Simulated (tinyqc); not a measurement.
Against temperature: two-band model of a narrow-gap semiconductor with electrons and holes. Computed by tinyqc, a small Python program. Command: `OMP_NUM_THREADS=1 python tinyqc.py 3031854 3031855 out.jsonl bipolar walk`. One thread of a shared host (Intel(R) Xeon(R) Processor @ 2.30GHz), about 0.05 s of CPU time with the checks.

Two parabolic bands with acoustic scattering (r = -1/2, a = 0), a gap that does not change with T, and fully ionised dopants. Melting is ignored, so values above the melting point are formal, and kappa_L does not change with T. eta_n = (E_F - E_c)/(k_B T), eta_p = -eta_n - E_g/(k_B T).

Inputs (values chosen for the exercise, modelled on Bi2Te3):
```
quantity,value,unit
electron mass m_n,0.94,m_0
hole mass m_p,1.1,m_0
"electron mobility parameter mu_300,n",510,cm^2/(V s)
"hole mobility parameter mu_300,p",410,cm^2/(V s)
temperature exponent p,1.5,-
band gap E_g,0.15,eV
net doping N,1.7e+17,1/cm^3
lattice thermal conductivity kappa_L,0.79,W/(m K)
```

Doping: p-type.

Constants: k_B = 8.617333262e-05 eV/K; m_0 = 9.1093837015e-31 kg; k_B = 1.380649e-23 J/K; hbar = 1.054571817e-34 J s; e = 1.602176634e-19 C.

Method:
- With x = E/(k_B T), a = alpha k_B T (0 for a parabolic band), G = x (1 + a x), D = 1 + 2 a x and <y> = int y f (1 - f) dx, f = 1/(1 + exp(x - eta)): tau = tau_0 G^r/D; transport function s = G^(3/2 + r)/D^2; n = N_0 <G^(3/2)> with N_0 = (2 m k_B T)^(3/2)/(3 pi^2 hbar^3).
- Integrals over x = E/(k_B T) use 160 Gauss-Legendre points in u = sqrt(x) from 0 to sqrt(max(eta, 0) + 32).
- sigma = e mu_0 N_0 <s> with mu_0 = e tau_0/m = mu_300 (T/300 K)^(-p); |S| = (k_B/e)(<x s>/<s> - eta); Lorenz number L = (k_B/e)^2 (<x^2 s>/<s> - (<x s>/<s>)^2); kappa_e = L sigma T; zT = S^2 sigma T/(kappa_L + kappa_e).
- Neutrality: p - n = N, with n = N_0(m_n) <x^(3/2)> at eta_n and p = N_0(m_p) <x^(3/2)> at eta_p.
- Both bands together (these totals replace the one-band zT): sigma = sigma_n + sigma_p; S = (sigma_p |S_p| - sigma_n |S_n|)/sigma; kappa_bip = (sigma_n sigma_p/sigma)(|S_n| + |S_p|)^2 T; kappa_e = (L_n sigma_n + L_p sigma_p) T; zT = S^2 sigma T/(kappa_L + kappa_e + kappa_bip); weak-field R_H = (r_p sigma_p^2/p - r_n sigma_n^2/n)/(e sigma^2), where the Hall factors r_n and r_p are <x^(3/2)> <x^(1/2)>/<s>^2.

The same sample:
```
T (K),n (1/cm^3),p (1/cm^3),sigma (S/cm),S (microvolt/K),kappa_bip (W/(m K)),zT,R_H (cm^3/C)
150,4.3058e+15,1.7431e+17,25.1,483.33,1.9718e-02,1.0766e-01,3.8136e+01
200,1.1371e+17,2.8371e+17,38.5,153.86,2.0543e-01,1.8108e-02,4.3534e+00
250,5.1681e+17,6.8681e+17,86.0,13.52,4.8177e-01,3.0138e-04,-4.7006e-01
300,1.3051e+18,1.4751e+18,151.9,-15.30,8.2006e-01,6.3544e-04,-4.1271e-01
350,2.5375e+18,2.7075e+18,227.3,-22.20,1.2036e+00,1.8560e-03,-2.5607e-01
400,4.2419e+18,4.4119e+18,306.1,-23.65,1.6145e+00,2.6458e-03,-1.6441e-01
500,9.0730e+18,9.2430e+18,460.3,-22.84,2.4750e+00,3.3220e-03,-8.0518e-02
600,1.5713e+19,1.5883e+19,600.0,-21.30,3.3522e+00,3.4813e-03,-4.6961e-02
750,2.8740e+19,2.8910e+19,776.5,-19.37,4.6657e+00,3.4391e-03,-2.5647e-02
900,4.5024e+19,4.5194e+19,917.8,-17.97,5.9659e+00,3.3193e-03,-1.6281e-02
1050,6.4175e+19,6.4345e+19,1031.7,-16.94,7.2527e+00,3.1973e-03,-1.1355e-02
1200,8.5891e+19,8.6061e+19,1124.5,-16.17,8.5284e+00,3.0892e-03,-8.4380e-03
```

What does the comparison show, and why?

Among the rows where S keeps the majority sign, zT is largest at 150 K (the edge of those rows) and |S| at 150 K (an edge of the table). R_H changes sign between 200 and 250 K. S changes sign between 250 and 300 K. kappa_bip reaches 8.53 W/(m K) at the last row, 10.8 times kappa_L.

Extremes, crossings and ranges named in words are read from the listed rows.
